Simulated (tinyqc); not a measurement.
Conductivity against temperature: Debye-Callaway model of lattice thermal conductivity. Computed by tinyqc, a small Python program. Command: `OMP_NUM_THREADS=1 python tinyqc.py 3029886 3029887 out.jsonl callaway walk`. One thread of a shared host (Intel(R) Xeon(R) Processor @ 2.30GHz), about 0.01 s of CPU time with the checks.

Three acoustic branches with one velocity v, cut at omega_D = k_B Theta/hbar; x = hbar omega/(k_B T). v and Theta are separate inputs: Theta cuts off the heat-carrying modes, so C need not reach 3 k_B/V. gamma is an effective value that sets the umklapp rate. Heat flows along the wire.

Inputs (values chosen for the exercise, modelled on magnesium oxide): sound velocity v = 6730 m/s; Debye temperature Theta = 742 K; volume per atom V = 9.34 angstrom^3; mean atomic mass M = 20.15 u; effective Grueneisen parameter gamma = 3.68; umklapp exponent divisor b = 3; mass variance Gamma = 0.00054; wire diameter D = 0.63 micrometre; specularity p = 0.2.

Sample: wire. Point defects: isotopes. Normal processes: left out.

Constants: k_B = 1.380649e-23 J/K; hbar = 1.054571817e-34 J s; u = 1.6605390666e-27 kg.

Method:
- Gamma is given directly by the isotope mixture. A = V Gamma/(4 pi v^3).
- Rates: point defects A omega^4; umklapp B omega^2 T exp(-Theta/(b T)) with B = hbar gamma^2/(M v^2 Theta). Boundaries: v/Lambda_B with Lambda_B = D (1 + p)/(1 - p).
- kappa_1 = c int tau_C g dx, g = x^4 e^x/(e^x - 1)^2, c = (k_B/(2 pi^2 v)) (k_B T/hbar)^3, over 0 < x < min(Theta/T, 40), by 96 Gauss-Legendre points in s with x = x_max s^2; tau_C = tau_R, the inverse of the summed rates, and kappa = kappa_1.
- The boundary limit is C v^2/(3 x boundary rate), with C = 3 c int g dx / v^2.

Rayleigh coefficient A = 1.31670e-45 s^3

Kappa (W/(m K)):
```
T (K)  all processes  without point defects  boundary limit
7.4          0.34461                0.34470         0.34470
15            2.8590                 2.8709          2.8709
26            14.472                 14.949          14.951
45            63.737                 75.146          77.495
74            147.09                 185.63          335.54
130           127.67                 141.05          1304.6
220           68.042                 70.742          2681.3
370           33.662                 34.229          3677.1
590           18.251                 18.406          4125.6
960           10.027                 10.072          4328.9
```

What does the comparison show, and why?

kappa peaks among these rows at 74 K (T/Theta = 0.100) with 147 W/(m K). The exponent d ln kappa/d ln T is 2.99 at the cold end, the T^3 law of boundary scattering, and -1.23 at the hot end, near the 1/T law of umklapp scattering, which rules there. Point defects cost most at 74 K, a factor 1.26.

Extremes, crossings and ranges named in words are read from the listed rows.
